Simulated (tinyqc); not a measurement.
Superjunction drift layer against a plain one, charge balance: one step of the calculation.

Alternating n and p pillars of equal width wp, doping N and length Lp. When depleted, the lateral field peaks at Ex = q N wp/(2 eps0 eps_r) at the pillar junctions and a uniform vertical field Ey is added; breakdown is taken where Ex^2 + Ey^2 = Ef^2. Only the n pillars conduct, narrowed by the zero-bias depletion. A first-order model: the field peaks at the pillar ends are left out.

Problem. Thickness and resistance of the plain layer. Ec(N) = E16 (N/1e16 cm^-3)^(1/8), mu(N) = mi + (mx - mi)/(1 + (N/Nr)^0.9). W = 2 BV/Ec, Rsp = W/(q mu N).

Inputs (values chosen for the exercise); values close to those of silicon:
- E16 = 0.39 MV/cm (critical field at a doping of 1e16 cm^-3)
- mx = 1390 cm^2/(V s) (mobility at low doping)
- mi = 94.4 cm^2/(V s) (mobility at high doping)
- Nr = 1.3e17 cm^-3 (reference doping of the mobility)
- BV = 620 V (wanted breakdown voltage)

Constants: q = 1.602176634e-19 C. Results are converted to the units shown.

N of the plain layer = 3.4464382e14 cm^-3

Find: mu; W; Rsp.

Solution.

mu = 1384 cm^2/(V s)
W = 48.44 um
Rsp = 63.39 mohm cm^2

Computed by the program tinyqc: `OMP_NUM_THREADS=1 python tinyqc.py 2590104 2590105 out.jsonl`, one thread of a shared Intel Xeon 2.30GHz, about 0.01 s for the whole run.
